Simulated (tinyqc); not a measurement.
What moves the results: exciton in a hard-walled quantum well (variational). A value that a table varies takes the place of the one given here.

Electron and hole in the lowest states cos(pi z/L) of a hard-walled well; relative motion in the plane exp(-rho/lam). E(lam) = c/(mu lam^2) - (q/eps) <1/r>, <1/r> = integral over k from 0 to infinity of F(kL) (1 + (k lam/2)^2)^(-3/2), F(x) = [3x + 8 pi^2/x - 32 pi^4 (1 - exp(-x))/(x^2 (x^2 + 4 pi^2))]/(x^2 + 4 pi^2); c = hbar^2/2m0, q = e^2/(4 pi eps0). E is counted from the subband edge.

Constants: hbar^2/2m0 = 3.80998211 eV angstrom^2; e^2/(4 pi eps0) = 14.39964547 eV angstrom; Ry = 13.60569312 eV.

Inputs chosen for the exercise (near those of ZnSe; not measured data): xs = (0.049, 0.26, 0.47, 2.4, 4.9, 15, 39, 97) ((E - Eg)/Ry*); eps = 8.8 (dielectric constant); Ls = (4, 12, 21, 44, 91, 115, 190) angstrom (widths); me = 0.166 m0 (electron mass); mh = 0.429 m0 (hole mass); L = 30 angstrom (well width).

## Coulomb enhancement above the gap (Wannier exciton and Elliott formula)

Ry* = 21.0283 meV

With x = (E - Eg)/Ry* and y = pi/sqrt(x): S3 = y exp(y)/sinh(y), and S2 = exp(y)/cosh(y). Free-pair absorption goes as sqrt(x) in three dimensions and is constant in two.

Factors:

| x | E - Eg (meV) | sqrt(x) | S3 | S3 sqrt(x) | S2 |
|---|---|---|---|---|---|
| 0.049 | 1.03 | 0.221 | 28.385 | 6.283 | 2.000 |
| 0.26 | 5.47 | 0.510 | 12.322 | 6.283 | 2.000 |
| 0.47 | 9.88 | 0.686 | 9.166 | 6.284 | 2.000 |
| 2.4 | 50.47 | 1.549 | 4.127 | 6.394 | 1.966 |
| 4.9 | 103.04 | 2.214 | 3.015 | 6.674 | 1.889 |
| 15 | 315.42 | 3.873 | 2.021 | 7.829 | 1.670 |
| 39 | 820.10 | 6.245 | 1.586 | 9.905 | 1.465 |
| 97 | 2039.74 | 9.849 | 1.353 | 13.322 | 1.309 |

In three dimensions the product tends to 2 pi = 6.283 at the edge (6.283 in the first row), so the square-root onset becomes a step. Even 2040 meV above the gap the enhancement is 1.35; it decays only as 1 + pi/sqrt(x) = 1.32. In two dimensions it never exceeds 2 and has fallen to 1.31. The last rows lie beyond the range of parabolic bands.

## Width of the well

mu = 0.119687 m0
a* = 38.908 angstrom

The minimum for each width. The strength per area goes as |phi(0)|^2 = 2/(pi lam^2), listed relative to the strict two-dimensional value.

Results:

| L (angstrom) | L/a* | lam (angstrom) | binding (meV) | in Ry* | strength |
|---|---|---|---|---|---|
| 4 | 0.10 | 22.1 | 73.57 | 3.498 | 0.777 |
| 12 | 0.31 | 25.8 | 61.50 | 2.924 | 0.569 |
| 21 | 0.54 | 29.0 | 53.28 | 2.534 | 0.449 |
| 44 | 1.13 | 35.4 | 41.45 | 1.971 | 0.302 |
| 91 | 2.34 | 44.9 | 30.25 | 1.439 | 0.188 |
| 115 | 2.96 | 48.9 | 26.96 | 1.282 | 0.159 |
| 190 | 4.88 | 59.2 | 20.63 | 0.981 | 0.108 |

The binding falls from 3.50 to 0.98 Ry*. It drops below the bulk value Ry* between 115 and 190 angstrom, which is a failure of the trial function: it has no correlation along z, so it cannot reach the bulk limit. Even at L = 0.10 a* only 87 % of the two-dimensional limit is reached. With finite barriers the binding would peak at some width and fall again as the carriers leak out.

## What each parameter does

1/mu = 1/me + 1/mh, Ry* = Ry mu/eps^2; the minimum over lam. Each row changes one parameter from the base and keeps the others.

Results:

| case | binding (meV) | lam (angstrom) | binding/Ry* |
|---|---|---|---|
| base | 47.63 | 31.8 | 2.265 |
| me = 0.199 m0 | 51.76 | 29.0 | 2.167 |
| mh = 0.601 m0 | 50.30 | 29.9 | 2.201 |
| eps = 7.92 | 56.70 | 29.4 | 2.184 |
| L = 42 angstrom | 42.20 | 34.9 | 2.007 |

The largest shifts from the base row, up to three for each result and ties (the steps differ in size, so this ranks the rows, not the parameters). binding (meV): eps +9.08, L -5.43, me +4.14. lam (angstrom): L +3.2, me -2.8, eps -2.3. binding/Ry*: L -0.258, me -0.098, eps -0.081.

(tinyqc, `OMP_NUM_THREADS=1 python tinyqc.py 1282521 1282522 out.jsonl`, Intel(R) Xeon(R) Processor @ 2.30GHz, 1 thread, shared host, about 0.02 s.)
